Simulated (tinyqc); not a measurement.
# Two-band model of a narrow-gap semiconductor with electrons and holes, step by step

A worked calculation. Computed by tinyqc, a small Python program that keeps every step. Command: `OMP_NUM_THREADS=1 python tinyqc.py 3016090 3016091 out.jsonl bipolar walk`. One thread of a shared host (Intel(R) Xeon(R) Processor @ 2.30GHz), about 0.04 s of CPU time with the checks. Intermediate numbers are printed to about 5 digits and carried at full precision; extremes and crossings named in words are read from the listed rows.

Two parabolic bands with acoustic scattering (r = -1/2, a = 0), a gap that does not change with T, and fully ionised dopants. Melting is ignored, so values above the melting point are formal, and kappa_L does not change with T. eta_n = (E_F - E_c)/(k_B T), eta_p = -eta_n - E_g/(k_B T).

Inputs (values chosen for the exercise, modelled on InSb):
```
quantity                              value        unit
electron mass m_n                     0.014         m_0
hole mass m_p                          0.41         m_0
electron mobility parameter mu_300,n  61000  cm^2/(V s)
hole mobility parameter mu_300,p        740  cm^2/(V s)
temperature exponent p                  1.5           -
band gap E_g                           0.19          eV
net doping N                          1e+15      1/cm^3
lattice thermal conductivity kappa_L     16     W/(m K)
temperature T                           550           K
```

Doping: n-type.

Constants: k_B = 8.617333262e-05 eV/K; m_0 = 9.1093837015e-31 kg; k_B = 1.380649e-23 J/K; hbar = 1.054571817e-34 J s; e = 1.602176634e-19 C.

## Fermi level

With x = E/(k_B T), a = alpha k_B T (0 for a parabolic band), G = x (1 + a x), D = 1 + 2 a x and <y> = int y f (1 - f) dx, f = 1/(1 + exp(x - eta)): tau = tau_0 G^r/D; transport function s = G^(3/2 + r)/D^2; n = N_0 <G^(3/2)> with N_0 = (2 m k_B T)^(3/2)/(3 pi^2 hbar^3). Integrals over x = E/(k_B T) use 160 Gauss-Legendre points in u = sqrt(x) from 0 to sqrt(max(eta, 0) + 32). Neutrality: n - p = N, with n = N_0(m_n) <x^(3/2)> at eta_n and p = N_0(m_p) <x^(3/2)> at eta_p.

eta_n = 0.76412

eta_p = -4.7730

## Each band alone

sigma = e mu_0 N_0 <s> with mu_0 = e tau_0/m = mu_300 (T/300 K)^(-p); |S| = (k_B/e)(<x s>/<s> - eta); Lorenz number L = (k_B/e)^2 (<x^2 s>/<s> - (<x s>/<s>)^2); kappa_e = L sigma T; zT = S^2 sigma T/(kappa_L + kappa_e). Hall factor r_H = <x^(3/2)> <x^(1/2)>/<s>^2.

Partial coefficients:
```
band       sigma (S/cm)  |S| (microvolt/K)  L (1e-8 V^2/K^2)  density (1/cm^3)  Hall factor
electrons        350.38             162.11            1.6941        1.3886e+17       1.1126
holes            4.9472             584.01            1.4867        1.3786e+17       1.1775
```

The minority carriers have the larger |S|, since the Fermi level lies farther from their band; they carry 1.4 % of the conductivity.

## Both bands together

Both bands together (these totals replace the one-band zT): sigma = sigma_n + sigma_p; S = (sigma_p |S_p| - sigma_n |S_n|)/sigma; kappa_bip = (sigma_n sigma_p/sigma)(|S_n| + |S_p|)^2 T; kappa_e = (L_n sigma_n + L_p sigma_p) T; zT = S^2 sigma T/(kappa_L + kappa_e + kappa_bip); weak-field R_H = (r_p sigma_p^2/p - r_n sigma_n^2/n)/(e sigma^2), where the Hall factors r_n and r_p are <x^(3/2)> <x^(1/2)>/<s>^2.

conductivity sigma = 355.32 S/cm

Seebeck coefficient S = -151.72 microvolt/K

bipolar thermal conductivity = 0.14937 W/(m K)

kappa_e = 0.33051 W/(m K)

zT = 0.027298

Hall coefficient R_H = -48.616 cm^3/C

The minority band lowers |S| from 162 to 152 microvolt/K, and bipolar flow adds 0.91 % of the thermal conductivity.

## Against temperature

The formulas are those given above.

The same sample:
```
T (K)  n (1/cm^3)  p (1/cm^3)  sigma (S/cm)  S (microvolt/K)  kappa_bip (W/(m K))        zT  R_H (cm^3/C)
150    1.0136e+15  1.3622e+13         20.87          -403.38           1.3431e-04  0.003183   -7.2223e+03
200    1.7398e+15  7.3981e+14         23.36          -387.64           4.0633e-03  0.004385   -4.1634e+03
250    5.2270e+15  4.2270e+15         49.84          -318.46           1.5161e-02  0.007881   -1.3657e+03
300    1.3061e+16  1.2061e+16         93.00          -264.51           3.1348e-02  0.012144   -5.4052e+02
350    2.6365e+16  2.5365e+16        145.55          -226.40           5.1255e-02  0.016186   -2.6495e+02
400    4.5652e+16  4.4652e+16        201.25          -199.04           7.3731e-02  0.019684   -1.5149e+02
500    1.0215e+17  1.0115e+17        307.69          -163.59           1.2326e-01  0.025137   -6.6552e+01
600    1.8079e+17  1.7979e+17        398.73          -142.30           1.7600e-01  0.029206   -3.7117e+01
750    3.3477e+17  3.3377e+17        505.83          -123.15           2.5774e-01  0.033985   -1.9773e+01
900    5.2574e+17  5.2474e+17        585.69          -111.64           3.4088e-01  0.037979   -1.2477e+01
1050   7.4854e+17  7.4754e+17        646.58          -104.02           4.2464e-01  0.041559   -8.7068e+00
1200   9.9951e+17  9.9851e+17        694.21           -98.64           5.0872e-01  0.044874   -6.4900e+00
```

Among the rows where S keeps the majority sign, zT is largest at 1200 K (the edge of those rows) and |S| at 150 K (an edge of the table). kappa_bip reaches 0.509 W/(m K) at the last row, 0.0318 times kappa_L.

Checks made by the program: neutrality (relative difference below 1e-10).
